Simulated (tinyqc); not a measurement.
Planar ballistic transistor, top-of-the-barrier model: one step of the calculation.

At the top of the source barrier, states moving towards the drain are filled by the source (Fermi level 0) and states moving back by the drain (Fermi level -q Vd); nothing scatters. U is the shift of the band edge there, set by the capacitances CG, CD and CS (the total) and by the charge. Parabolic two-dimensional band; the source is grounded.

Task. Self-consistent potential at the barrier top. eta1 = -(E0 + U)/Vt, eta2 = eta1 - Vd/Vt, n = (N0/2)[F_0(eta1) + F_0(eta2)], F_0(x) = ln(1 + exp x). U(out) = UL + q (n - n0)/CS. U(new) = U + 0.2 (U(out) - U).

Inputs (values chosen for the exercise); mass and valleys close to those of gallium nitride: temperature T = 300 K; band edge at the barrier top above the source Fermi level at zero bias E0 = 0.15 eV; drain voltage Vd = 0.4 V.

Constants: q = 1.602176634e-19 C, kB = 1.380649e-23 J/K, Vt = kB T/q. Results are converted to the units shown.

U after iteration 1 = -0.10383804 eV
N0 = 2.2354331e12 cm^-2
CS = 1.1244328 uF/cm^2
n0 = 6.7424460e9 cm^-2
UL = -0.3496 eV

Wanted: eta1; eta2; n; U(out); U after iteration 2.

Result.

eta1 = -1.7856
eta2 = -17.258
n = 1.7328e11 cm^-2
U(out) = -0.32587 eV
U after iteration 2 = -0.14824 eV

tinyqc, about 0.01 s, one thread, Intel Xeon 2.30GHz (shared host): `OMP_NUM_THREADS=1 python tinyqc.py 2400061 2400062 out.jsonl`
